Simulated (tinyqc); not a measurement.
# Trap density by the high-low method

Problem. In depletion, where minority carriers are negligible, a MOS capacitor has 1/C_LF = 1/Cox + 1/(Cd + q Dit) and 1/C_HF = 1/Cox + 1/Cd. Find Cd and Dit.

Constants: q = 1.602176634e-19 C. Results are converted to the units shown.

Cox, C_LF, C_HF (uF/cm^2): 0.60127985  0.15760965  0.14412717

Solution. Removing Cox from each series combination leaves Cd + q Dit and Cd; their difference over q is Dit.

Cd = 0.190 uF/cm^2
Dit = 1.50e11 cm^-2 eV^-1

Computed by the program tinyqc: `OMP_NUM_THREADS=1 python tinyqc.py 2060158 2060159 out.jsonl`, one thread of a shared Intel Xeon 2.30GHz, about 0.01 s for the whole run.
